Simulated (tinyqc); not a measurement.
# Doping from the ideality factor

Question. For thermionic-field emission over a Schottky barrier the ideality factor is n = u coth(u) with u = E00/Vt and E00 = (hbar/2) sqrt(Nd/(me m0 eps0 eps_r)) in SI units (volts). Find u, E00 and Nd.

Inputs (values chosen for the exercise); band and dielectric values close to those of indium phosphide:

| symbol | value | unit | meaning |
|---|---|---|---|
| T | 350 | K | temperature |
| me | 0.0789 | m0 | electron mass |
| eps_r | 12.4 |  | relative permittivity |

Constants: q = 1.602176634e-19 C, kB = 1.380649e-23 J/K, eps0 = 8.8541878128e-12 F/m, hbar = 1.054571817e-34 J s, m0 = 9.1093837015e-31 kg, Vt = kB T/q. Results are converted to the units shown.

n = 2.3732652

Solution. u coth(u) rises steadily from 1, so n fixes u; the definition of E00 then gives Nd.

u = 2.33
E00 = 70.2 meV
Nd = 1.40e19 cm^-3

Computed by the program tinyqc: `OMP_NUM_THREADS=1 python tinyqc.py 2640054 2640055 out.jsonl`, one thread of a shared Intel Xeon 2.30GHz, about 0.04 s for the whole run.
